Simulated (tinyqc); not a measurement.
From results back to parameters: spherical quantum dot. Two cases, with inputs chosen for the exercise.

Problem. The 1s level was computed from a hidden barrier height.

A sphere of radius R, isotropic masses, c = hbar^2/2m0, k = sqrt(mw E/c), kappa = sqrt(mb (V0 - E)/c). State n l is the spherical Bessel function j_l(k r) inside and k_l(kappa r) outside; psi and psi'/m are continuous: (k/mw) j_l'(kR)/j_l(kR) = (kappa/mb) k_l'(kappa R)/k_l(kappa R). For l = 0 this reads kR cot(kR) = 1 - (mw/mb)(1 + kappa R).

Constants: hbar^2/2m0 = 3.80998211 eV angstrom^2.

Case 1.

Values chosen (out of a larger set: near those of an InGaAs dot in InP; not measured data):
- R = 83 angstrom (radius)
- mw = 0.0412 m0 (mass inside)
- mb = 0.08 m0 (mass outside)

E(1s) = 0.0724631 eV

Case 2.

Values chosen (out of a larger set: near those of a Si dot in SiO2, with the mean mass 3/(2/mt + 1/ml) for all six valleys; not measured data):
- R = 17 angstrom (radius)
- mw = 0.258 m0 (mass inside)
- mb = 0.477 m0 (mass outside)

E(1s) = 0.3565278 eV

Find: k R; kappa R; V0.

Solution. kappa R = (mb/mw)(1 - kR cot kR) - 1, and V0 = E + c kappa^2/mb.

Case 1.

k R = 2.3234
kappa R = 5.167
V0 = 0.257 eV

Case 2.

k R = 2.6415
kappa R = 9.785
V0 = 3.003 eV

Computed by tinyqc, one run a case: `OMP_NUM_THREADS=1 python tinyqc.py N N+1 out.jsonl` with N = 1251383, 1251428; one thread of a shared Intel(R) Xeon(R) Processor @ 2.30GHz, about 0.05 s a run at most.
